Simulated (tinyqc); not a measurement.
# Worked calculation: cell-based percolation model of oxide breakdown

Program tinyqc, `OMP_NUM_THREADS=1 python tinyqc.py 2070002 2070003 out.jsonl`; Intel Xeon 2.30GHz, shared host, one thread, about 0.01 s. Printed values are rounded.

The oxide, of thickness n a, is cut into cubic cells. A cell is defective with the chance l = 1 - exp(-a^3 N), N = N1 (t/1 s)^al. A column of n defective cells breaks the oxide down, and the area holds M = A/a^2 independent columns: 1 - F = (1 - l^n)^M.

Parameters, values chosen for the exercise:
- a = 1.4 nm (edge of a cell)
- n = 4 (cells across the oxide)
- A = 0.069 um^2 (area)
- al = 0.34 (exponent of defect growth)
- N1 = 2.7e18 cm^-3 (defect density after 1 s)

## Critical defect density

At F = 1 - 1/e: l_c = (1 - exp(-1/M))^(1/n), N_bd = -ln(1 - l_c)/a^3, t63 = (N_bd/N1)^(1/al). W = ln(-ln(1 - F)); for small l, W = ln M + n ln(a^3 N), so the Weibull slope is n al.

thickness = 5.6 nm
M = 35204.08
l_c = 0.07300460
N_bd = 2.762634e19 cm^-3
N_bd times thickness = 1.547075e13 cm^-2
t63 = 934.2633 s
n al = 1.36

## The distribution

```
point,t (s)
0,1.1
1,5.8
2,32
3,170
4,560
5,930
6,1800
```

N, l, F and W = ln(-ln(1 - F)) at each time; the slope is taken between the end points.

```
point,N (cm^-3),l,F,W
0,2.788928e18,0.007623610,1.189077e-4,-9.037104
1,4.908279e18,0.01337803,0.001126981,-6.787649
2,8.772326e18,0.02378386,0.01120156,-4.486075
3,1.547806e19,0.04158249,0.09990350,-2.251385
4,2.321388e19,0.06171251,0.3998703,-0.672150
5,2.758341e19,0.07289540,0.6299178,-0.005988
6,3.452681e19,0.09039202,0.9046618,0.854553
```

slope = 1.336669

The slope is 1.7 % below n al, since l grows a little more slowly than N.
